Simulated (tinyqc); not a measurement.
Input admittance of a MOSFET at zero drain bias: distributed channel and distributed gate: two steps of the calculation.

Source and drain grounded, strong inversion, w = 2 pi f, Cox = eps0 eox/tox. The channel is an RC line of resistance 1/(mu Cox Vo) per square fed from both ends, so one finger has the intrinsic admittance y = i w Cox L tanh(g)/g per width, g = (1/2) sqrt(i w tau), tau = L^2/(mu Vo). The vertical resistance rv/L is in series with y, the overlaps 2 i w Cov in parallel: y_t = 1/(1/y + rv/L) + 2 i w Cov. The gate strip is a line of Rsh/L per length loaded by y_t, so a finger has Y = y_t Wf tanh(k)/k, k = (Wf/sd) sqrt(y_t Rsh/L); the device has Nf Y.

Parameters, values chosen for the exercise; values of the order met in silicon radio-frequency transistors:
- eox = 21.4 (relative permittivity of the gate insulator (close to hafnium oxide))
- tox = 21 nm (insulator thickness)
- L = 0.13 um (channel length)
- Wf = 4.1 um (finger width)
- Nf = 1 (number of fingers)
- mu = 130 cm^2/(V s) (channel mobility)
- Vo = 0.38 V (gate overdrive)
- Rsh = 6.5 ohm/square (sheet resistance of the gate)
- rv = 0 ohm um^2 (vertical resistivity of the gate stack)
- sd = 1 (number of ends at which a finger is contacted)
- Cov = 0.16 fF/um (overlap and fringe capacitance on each side)
- f = 13 GHz (frequency)

Constants: eps0 = 8.8541878128e-14 F/cm where lengths are in cm. Results are converted to the units shown.

Question 1. Low-frequency resistances and capacitance. Low-frequency limits, with c = Cox L and ct = c + 2 Cov: R_strip = Rsh Wf/(3 sd^2 L Nf), R_ch = (c/ct)^2 L/(12 mu Cox Vo Wf Nf), R_vert = (c/ct)^2 rv/(L Wf Nf), C = ct Wf Nf.

Give: parts; sum; C; 1/(2 pi R C).

Answer 1.

parts (ohm): strip 68.33, channel 36.59, vertical 0
sum = 104.9 ohm
C = 6.121 fF
1/(2 pi R C) = 247.8 GHz

The strip term is the largest, 65.1 % of the sum.

Question 2. Input impedance of the device. k and Y as defined; Z = 1/(Nf Y) = R + 1/(i w C); Q = |Im Z|/R; signal at the point farthest from a contact |1/cosh k|.

y_t = 2.22930+121.88552i uS/um

Give: k; Nf Y; R; C; Q; signal at the far point.

Answer 2.

k = 0.22840+0.22426i
Nf Y = 0.02613+0.49841i mS
R = 104.91 ohm
C = 6.1187 fF
Q = 19.073
signal at the far point = 0.99819

tinyqc, about 0.01 s, one thread, Intel Xeon 2.30GHz (shared host): `OMP_NUM_THREADS=1 python tinyqc.py 2262140 2262141 out.jsonl`
